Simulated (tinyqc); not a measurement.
Inside a calculation. Method: extended Hueckel theory, for H4. One step of it, computed by the program tinyqc.

Problem. Wolfsberg-Helmholz matrix. H_ij = K' S_ij (H_ii + H_jj)/2 for i != j (the diagonal keeps H_ii), with K' = 1.5.

overlap S, lower triangle:
```
          1H 1s     2H 1s     3H 1s     4H 1s
1H 1s  1.000000
2H 1s  0.639114  1.000000
3H 1s  0.420302  0.306913  1.000000
4H 1s  0.306913  0.420302  0.639114  1.000000
```

diagonal H_ii (eV): 1H 1s -13.600000, 2H 1s -13.600000, 3H 1s -13.600000, 4H 1s -13.600000

K = 1.500000

Give: H.

Solution.

H (eV), lower triangle:
```
          1H 1s     2H 1s     3H 1s     4H 1s
1H 1s  -13.6000
2H 1s  -13.0379  -13.6000
3H 1s   -8.5742   -6.2610  -13.6000
4H 1s   -6.2610   -8.5742  -13.0379  -13.6000
```
